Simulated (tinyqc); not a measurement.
Surface photovoltage measurement of the minority-carrier diffusion length in a wafer: one step, computed by the program tinyqc. Command: `OMP_NUM_THREADS=1 python tinyqc.py 3130474 3130475 out.jsonl spv walk`. One thread of a shared host (Intel(R) Xeon(R) Processor @ 2.30GHz), about 0.01 s of CPU time with the checks.

Low injection, steady light, a depletion layer much thinner than 1/alpha and L. The excess density dn is taken at the front edge of the neutral region; light that reaches the back is lost.

Problem. One wavelength. alpha = (84.732/lambda - 76.417)^2 per cm with lambda in micrometre (an empirical fit for silicon between 0.7 and 1.05 micrometre). Thick wafer: dn = Phi L/((S_f + D/L)(L + 1/alpha)). Finite wafer, with s = S_b L/D, w = W/L, a = alpha L: dn = [Phi a/(a^2 - 1)] [a - B - exp(-alpha W)(a - s)/(cosh w + s sinh w)]/(S_f + B D/L), B = (sinh w + s cosh w)/(cosh w + s sinh w). Photovoltage V = (k_B T/e) ln(1 + dn/n_0). Lifetime = L^2/D.

Inputs (values chosen for the exercise, modelled on p-type silicon at room temperature): diffusion length L = 250 micrometre; wafer thickness W = 775 micrometre; diffusivity D = 29.5 cm^2/s; front recombination velocity S_f = 7100 cm/s; back recombination velocity S_b = 270000 cm/s; photon flux entering = 3.9e+13 1/(cm^2 s); minority density at the surface barrier scale n_0 = 1e+10 1/cm^3; temperature T = 298 K; wavelength = 877 nm.

Constants: k_B = 8.617333262e-05 eV/K.

Give: alpha; penetration depth 1/alpha; dn, thick wafer; B; dn, finite wafer; photovoltage V; lifetime.

Solution.

alpha = 407.99 1/cm

penetration depth 1/alpha = 24.510 micrometre

dn, thick wafer = 4.2896e+09 1/cm^3

B = 1.0040

dn, finite wafer = 4.2852e+09 1/cm^3

photovoltage V = 9.1584 mV

lifetime = 21.186 microsecond

Caution: dn is not small against n_0, so V is not linear in the flux; the constant-flux reading then needs dn, not V.
